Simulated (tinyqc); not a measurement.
Inside a calculation. Model: piezoresistors in the (001) plane of a cubic crystal.

tinyqc, about 0.01 s, one thread, Intel Xeon 2.30GHz (shared host): `OMP_NUM_THREADS=1 python tinyqc.py 2530168 2530169 out.jsonl` Printed values are rounded.

Plane stress in crystal axes x = [100], y = [010]. First-order piezoresistance: d rho_xx/rho = p11 sxx + p12 syy, d rho_yy/rho = p12 sxx + p11 syy, d rho_xy/rho = p44 sxy; a resistor along d = (cos th, sin th) changes by dR/R = d.(d rho/rho).d. Changes of geometry and second-order terms are left out.

Parameters, values chosen for the exercise; coefficients close to those of lightly doped p-type silicon:
```
symbol  value        unit                          meaning
p11      6.69  x 1e-11/Pa       piezoresistive coefficient
p12     -1.05  x 1e-11/Pa       piezoresistive coefficient
p44       135  x 1e-11/Pa       piezoresistive coefficient
th         15         deg  angle of the current from [100]
Sx        -52         MPa                       stress sxx
Sy       -157         MPa                       stress syy
St        -69         MPa                 shear stress sxy
Vb        3.3           V                    bridge supply
E         176         GPa      Young's modulus along [110]
```

## Change of the resistivity tensor

As in the introduction.

d rho/rho (%):
```
          x         y
x  -0.18303  -9.31500
y  -9.31500  -0.99573
```

## Resistors at th and th + 90 degrees, and the bridge

dR/R = d.(d rho/rho).d. A full bridge with two resistors of each kind in opposite arms gives Vout = Vb (a - b)/(2 + a + b), a and b the two dR/R.

dR/R at th = -4.89497 %
dR/R at th + 90 = 3.71621 %
Vout = -142.927 mV

## Longitudinal and transverse coefficients

For uniaxial stress along or across the current: pL = p11 - (A/2) sin^2(2 th), pT = p12 + (A/2) sin^2(2 th), A = p11 - p12 - p44. Gauge factor along [110]: E (p11 + p12 + p44)/2.

A = -127.260 x 1e-11/Pa
pL = 22.5975 x 1e-11/Pa
pT = -16.9575 x 1e-11/Pa
gauge factor = 123.763
